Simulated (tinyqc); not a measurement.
Minority-electron transport through the base of a bipolar transistor (Moll-Ross and Kroemer integrals): one step, computed by the program tinyqc. Command: `OMP_NUM_THREADS=1 python tinyqc.py 3013714 3013715 out.jsonl base walk`. One thread of a shared host (Intel(R) Xeon(R) Processor @ 2.30GHz), about 0.01 s of CPU time with the checks.

Low injection, one dimension, x from the emitter edge (0) to the collector edge (W), s = x/W. Recombination is treated as a small correction (valid for tau_B well below tau_n), computed from the stored charge.

Problem. Gain and speed. Emitter-limited gain beta_E = G_E/G_B; recombination-limited gain beta_R = tau_n/tau_B; 1/beta = 1/beta_E + 1/beta_R; f_T from the base alone = 1/(2 pi tau_B).

Inputs (values chosen for the exercise, modelled on GaAs): electron lifetime tau_n = 5.6 ns; emitter Gummel number G_E = 2.1e+14 s/cm^4; temperature T = 300 K.

Base doping profile: uniform. Gap grading: none. Exit of the base: saturation velocity.

base Gummel number G_B = 2.187906e+11 s/cm^4

base transit time tau_B = 0.6985799 ps

Give: beta_E; beta_R; current gain beta; f_T from the base alone.

Solution.

beta_E = 959.8

beta_R = 8016

current gain beta = 857.2

f_T from the base alone = 227.8 GHz

The gain is limited mainly by hole injection into the emitter (89 % of the base current).
